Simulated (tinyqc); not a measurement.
## Trap density from two Hall measurements

Question. p-type body, charge-sheet picture, full ionisation (an idealisation for deep acceptors), Boltzmann statistics for free electrons. e = Ec - EF at the surface. psi = Eg - Vt ln(Nv/Na) - e; N_dep = sqrt(2 eps0 eps_r Na (psi - Vt)/q); n_f = sqrt(N_dep^2 + 2 eps0 eps_r Vt Nc exp(-e/Vt)/q) - N_dep; Vg = Vfb + psi + q (N_dep + n_t + n_f)/Cox, Cox = eps0 eox/tox. Find e and n_t at both points and the mean trap density between them.

Parameters, values chosen for the exercise; band and dielectric values close to those of gallium nitride:

| symbol | value | unit | meaning |
|---|---|---|---|
| T | 400 | K | temperature |
| Eg | 3.41 | eV | band gap |
| eps_r | 9.53 |  | relative permittivity |
| Nc | 3.57e18 | cm^-3 | conduction-band density of states at T |
| Nv | 7.01e19 | cm^-3 | valence-band density of states at T |
| eox | 3.9 |  | relative permittivity of the insulator |
| tox | 79 | nm | insulator thickness |
| Na | 3.7e15 | cm^-3 | acceptor density |
| Vfb | -2.42 | V | flat-band voltage without trapped charge |

Constants: q = 1.602176634e-19 C, kB = 1.380649e-23 J/K, Vt = kB T/q, eps0 = 8.8541878128e-14 F/cm where lengths are in cm. Results are converted to the units shown.

Vg (V): [1.8996770, 2.2572007]
free sheet density from the Hall effect (cm^-2): [1.6999275e9, 2.4716941e10]

Answer. Each n_f fixes e; what the gate voltage holds beyond psi, N_dep and n_f is trapped; the difference quotient is the density, smeared over a few Vt.

e (eV): [0.2430, 0.1490]
n_t (cm^-2): [7.547e10, 1.188e11]
mean trap density = 4.614e11 cm^-2 eV^-1

Program tinyqc, `OMP_NUM_THREADS=1 python tinyqc.py 2222113 2222114 out.jsonl`; Intel Xeon 2.30GHz, shared host, one thread, about 0.02 s.
